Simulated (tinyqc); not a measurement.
From results back to parameters: Shockley-Read-Hall recombination through one deep level. Three cases, with inputs chosen for the exercise.

Problem. Deep-level transient spectroscopy: the emission rate is en = gam sigma T^2 exp(-dE/kB T), dE = Ec - Et. Two rates were computed from hidden dE and sigma.

Constants: kB = 8.617333262e-05 eV/K.

Case 1.

Values chosen (out of a larger set: gap and densities of states near those of Si at this temperature; not measured data): gam = 3.7e+21 1/(cm^2 s K^2) (vth Nc/T^2, which does not depend on T); T1 = 190 K; T2 = 223 K.

en(T1) = 22.9784 1/s
en(T2) = 1094.25 1/s

Case 2.

Values chosen (out of a larger set: gap and densities of states near those of Si at this temperature; not measured data): gam = 6.4e+21 1/(cm^2 s K^2) (vth Nc/T^2, which does not depend on T); T1 = 177 K; T2 = 197 K.

en(T1) = 43.4257 1/s
en(T2) = 618.895 1/s

Case 3.

Values chosen (out of a larger set: gap and densities of states near those of SiC at this temperature; not measured data): gam = 2.6e+21 1/(cm^2 s K^2) (vth Nc/T^2, which does not depend on T); T1 = 380 K; T2 = 454 K.

en(T1) = 53.9041 1/s
en(T2) = 3829.42 1/s

Find: ln(en/T^2) at T1 and T2; dE; sigma.

Solution. ln(en/T^2) against 1/T is a line of slope -dE/kB and intercept ln(gam sigma); plotting ln en alone would overstate dE by about 2 kB T.

Case 1.

ln(en/T^2) at T1 and T2: -7.3595  -3.8165

dE = 0.392 eV
sigma = 4.3e-15 cm^2

Case 2.

ln(en/T^2) at T1 and T2: -6.5812  -4.1385

dE = 0.367 eV
sigma = 6.1e-15 cm^2

Case 3.

ln(en/T^2) at T1 and T2: -7.8931  -3.9857

dE = 0.785 eV
sigma = 3.7e-15 cm^2

Computed by tinyqc, one run a case: `OMP_NUM_THREADS=1 python tinyqc.py N N+1 out.jsonl` with N = 1680555, 1680591, 1680634; one thread of a shared Intel(R) Xeon(R) Processor @ 2.30GHz, about 0.01 s a run at most.
